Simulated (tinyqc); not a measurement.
# Hot electrons in a saturated n-channel MOSFET, lucky-electron model, step by step

tinyqc, about 0.01 s, one thread, Intel Xeon 2.30GHz (shared host): `OMP_NUM_THREADS=1 python tinyqc.py 2550074 2550075 out.jsonl` Printed values are rounded.

Beyond pinch-off the lateral field grows as Esat cosh(y/l) over the velocity-saturated region (pseudo-two-dimensional model). Impact ionisation in this region gives the substrate current, which biases the body forward through Rsub. Currents are per width. Local-field laws: they overstate ionisation when the field peak is narrower than an energy relaxation length.

Parameters, values chosen for the exercise; values close to those of silicon n-channel devices: channel length L = 0.5 um; oxide thickness tox = 11 nm; junction depth xj = 180 nm; threshold VT = 0.7 V; effective mobility mu = 380 cm^2/(V s); saturation velocity vs = 9.1e6 cm/s; ionisation prefactor Ai = 2e6 1/cm; ionisation field Bi = 1.85 MV/cm; resistance of the lightly doped drain Rd = 200 ohm um; substrate resistance Rsub = 11000 ohm um; fall of VT per volt of forward body bias kb = 0.4; hot-electron mean free path lm = 7.4 nm; oxide barrier pb = 3.2 V; prefactor of the gate current Cg = 0.0032; lifetime exponent m = 2.7; lifetime constant Hl = 1800 s uA/um; drain voltage Vd = 3.7 V; gate voltage Vg = 2.2 V.

Constants: eps0 = 8.8541878128e-14 F/cm where lengths are in cm. Results are converted to the units shown.

## Length and field scales

Cox = 3.9 eps0/tox, l = sqrt(3 tox xj), Esat = 2 vs/mu.

Cox = 0.3139212 uF/cm^2
l = 77.07140 nm
Esat = 0.04789474 MV/cm
Esat L = 2.394737 V

## Iteration 1: body bias from the substrate current

Vb at the start = 0 V

Cox = 3.9 eps0/tox. Overdrive g = Vg - VT + kb Vb; Vdsat = g Esat L/(g + Esat L); Id = Cox vs (g - Vdsat); dV = Vd - Id Rd - Vdsat; Em = sqrt((dV/l)^2 + Esat^2); Isub = Id (Ai/Bi) l Em exp(-Bi/Em). Vb(new) = Rsub Isub.

Vdsat = 0.9222973 V
Id = 165.0313 uA/um
dV = 2.744696 V
Em = 0.3593301 MV/cm
Isub = 2.869854 uA/um
Vb after iteration 1 = 0.03156839 V

## Iteration 2: body bias from the substrate current

As before.

Vdsat = 0.9270558 V
Id = 167.2792 uA/um
dV = 2.739488 V
Em = 0.3586604 MV/cm
Isub = 2.875743 uA/um
Vb after iteration 2 = 0.03163318 V

## Course of the iteration: body bias from the substrate current

Stop when Vb changes by less than 1e-9 V, or after 60 iterations.

Course of the iteration:
```
iteration      Vb (V)  |change| (V)
1          0.03156839        0.0316
2          0.03163318       6.48e-5
3          0.03163331       1.30e-7
4          0.03163331      2.60e-10
```

Converged in 4 iterations. At the end each change is about 0.0020 times the one before: linear convergence.

## Gate current, lifetime and channel shortening

Id = 167.2839 uA/um
dV = 2.739478 V
Em = 0.3586590 MV/cm
Isub = 2.875755 uA/um

Ig = Cg Id exp(-pb/(lm Em)); lifetime tau = (Hl/Id)(Isub/Id)^(-m); length of the saturated region dL = l ln[(dV/l + Em)/Esat]. 1 year = 3.15576e7 s.

Isub/Id = 0.01719087
Ig = 3.107055 pA/um
tau = 0.01983400 years
dL = 208.2489 nm

The lifetime misses ten years. Integrating Ai exp(-Bi/E) over the cosh profile gives Isub/Id = 0.0149, so the closed form is 15 % above it.
